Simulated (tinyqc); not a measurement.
Bethe-Salpeter matrix of a two-band square lattice (Tamm-Dancoff form): one step. The singlet matrix.

One valence and one conduction band, lattice period 1, mesh k = 2 pi j/N along each axis (first index slowest). Pair energies D(k) = Eg + 2 t sum(1 - cos k), t = tc + tv. Screened attraction W(R) = U at R = 0 and V/|R| otherwise, R over the N x N cells with the nearest image; W(q) = sum_R W(R) cos(q R). H(k, k') = D(k) delta - W(k - k')/Nk + 2 J/Nk for singlets (J = 0 for triplets), Nk the number of k points. With a constant transition dipole the strength of a state is f = (sum_k A_k)^2/Nk, and the f sum to 1.

Parameters, chosen for this exercise: Eg = 3.2 eV (quasiparticle gap); tc = 0.29 eV (conduction hopping); tv = 0.09 eV (valence hopping); U = 1.85 eV (attraction in the same cell); V = 0.98 eV (attraction at one cell distance); J = 0.5 eV (exchange in the same cell); N = 3 (k points along each axis).

Task: Fill in H.

Give: H.

Result:

H (eV), lower triangle:
```
         j00      j01      j02      j10      j11      j12      j20      j21     j22
j00   2.3620
j01  -0.0493   3.5020
j02  -0.0493  -0.0493   3.5020
j10  -0.0493   0.0463   0.0463   3.5020
j11   0.0463  -0.0493   0.0463  -0.0493   4.6420
j12   0.0463   0.0463  -0.0493  -0.0493  -0.0493   4.6420
j20  -0.0493   0.0463   0.0463  -0.0493   0.0463   0.0463   3.5020
j21   0.0463  -0.0493   0.0463   0.0463  -0.0493   0.0463  -0.0493   4.6420
j22   0.0463   0.0463  -0.0493   0.0463   0.0463  -0.0493  -0.0493  -0.0493  4.6420
```

Computed by tinyqc, a small Python program: `OMP_NUM_THREADS=1 python tinyqc.py 1251117 1251118 out.jsonl` (the numbers bound the seed that draws the inputs); one thread of a shared host (Intel(R) Xeon(R) Processor @ 2.30GHz), about 0.7 s for the whole set of steps.
